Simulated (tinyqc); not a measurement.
From results back to parameters: deep level as a short-range spherical well. Three cases, with inputs chosen for the exercise.

Problem. In the Lucovsky model sigma goes as (h nu - Et)^(3/2)/(h nu)^3. The ratio of the cross-sections at h1 and h2 was computed from a hidden Et.

Case 1.

Values chosen (out of a larger set: near those of Ge; not measured data): h1 = 0.745 eV (first photon energy); h2 = 1.178 eV (second photon energy).

sigma(h1)/sigma(h2) = 0.614263

Case 2.

Values chosen (out of a larger set: near those of InP; not measured data): h1 = 0.426 eV (first photon energy); h2 = 0.742 eV (second photon energy).

sigma(h1)/sigma(h2) = 0.235976

Case 3.

Values chosen (out of a larger set: near those of GaN; not measured data): h1 = 0.351 eV (first photon energy); h2 = 0.561 eV (second photon energy).

sigma(h1)/sigma(h2) = 0.284599

Find: y = (h1 - Et)/(h2 - Et); Et.

Solution. y = [ratio (h1/h2)^3]^(2/3), and Et = (h1 - y h2)/(1 - y): the plot of (sigma (h nu)^3)^(2/3) against h nu is a line through Et.

Case 1.

y = (h1 - Et)/(h2 - Et) = 0.2890
Et = 0.569 eV

Case 2.

y = (h1 - Et)/(h2 - Et) = 0.1259
Et = 0.380 eV

Case 3.

y = (h1 - Et)/(h2 - Et) = 0.1694
Et = 0.308 eV

Computed by tinyqc, one run a case: `OMP_NUM_THREADS=1 python tinyqc.py N N+1 out.jsonl` with N = 1251828, 1251931, 1252170; one thread of a shared Intel(R) Xeon(R) Processor @ 2.30GHz, about 0.01 s a run at most.
